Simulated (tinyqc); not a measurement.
Schottky barrier on an n-type semiconductor, non-linear Poisson equation by Newton steps: Capacitance-voltage profiling.

One dimension, metal at x = 0, donor density C(x) = Nd, uniform. Energies are counted from the electron Fermi level of the semiconductor and the conduction-band edge is Ec = -psi, so n = Nc exp(psi/Vt); holes follow the Fermi level of the metal, at -V, so p = Nv exp((V - psi - Eg)/Vt). Ends: psi(0) = V - phiB and psi = Vt ln(Nd/Nc) deep inside. Boltzmann statistics, full ionisation, no current, no image force in the Poisson equation.

The Poisson equation d/dx(eps0 eps_r dpsi/dx) = -q (p - n + C) is solved on a mesh of about 1000 nodes or more that ends in neutral material. C_s = q d/dV of the integral of n over x, from the linearised equation. Probed depth w = eps0 eps_r/C_s; apparent doping N_app = C_s^3/(q eps0 eps_r dC_s/dV), the derivative by central differences over +/- 0.02 V.

Inputs (values chosen for the exercise); band and dielectric values close to those of 4H silicon carbide: temperature T = 300 K; band gap Eg = 3.23 eV; relative permittivity eps_r = 9.7; conduction-band density of states at T Nc = 1.73e19 cm^-3; valence-band density of states at T Nv = 2.52e19 cm^-3; donor density deep in the semiconductor Nd = 3.2e16 cm^-3; barrier height phiB = 1.12 eV.

Constants: q = 1.602176634e-19 C, kB = 1.380649e-23 J/K, Vt = kB T/q, eps0 = 8.8541878128e-14 F/cm where lengths are in cm. Results are converted to the units shown.

The same in every row: true C(w) (cm^-3) = 3.200e16.

Result of one run:

| C_s (nF/cm^2) | w (nm) | N_app (cm^-3) | \|E_0\| (kV/cm) |
|---|---|---|---|
| 28.65 | 299.7 | 3.200e16 | 178.9 |

Which bias of the metal against the semiconductor V gave this result: -0.25, -1.25, -1.5, -1.75 or -2 V?

V = -1.75 V.

The whole series:

| V (V) | C_s (nF/cm^2) | w (nm) | N_app (cm^-3) | \|E_0\| (kV/cm) |
|---|---|---|---|---|
| 0 | 48.62 | 176.7 | 3.199e16 | 105.5 |
| -0.25 | 43.17 | 199.0 | 3.199e16 | 118.8 |
| -0.5 | 39.22 | 219.0 | 3.200e16 | 130.7 |
| -0.75 | 36.19 | 237.4 | 3.200e16 | 141.7 |
| -1 | 33.76 | 254.4 | 3.200e16 | 151.9 |
| -1.25 | 31.77 | 270.3 | 3.200e16 | 161.4 |
| -1.5 | 30.09 | 285.4 | 3.200e16 | 170.4 |
| -1.75 | 28.65 | 299.7 | 3.200e16 | 178.9 |
| -2 | 27.41 | 313.4 | 3.200e16 | 187.1 |

C_s falls from 48.6 to 27.4 nF/cm^2 while the probed depth goes from 177 to 313 nm. The apparent doping stays near 3.20e16 cm^-3. It departs most from the true doping at that depth for V = 0 V, where it is 0.029 % below it; so the doping is read well over the depths probed.

tinyqc, about 0.05 s, one thread, Intel Xeon 2.30GHz (shared host): `OMP_NUM_THREADS=1 python tinyqc.py 2020008 2020009 out.jsonl`
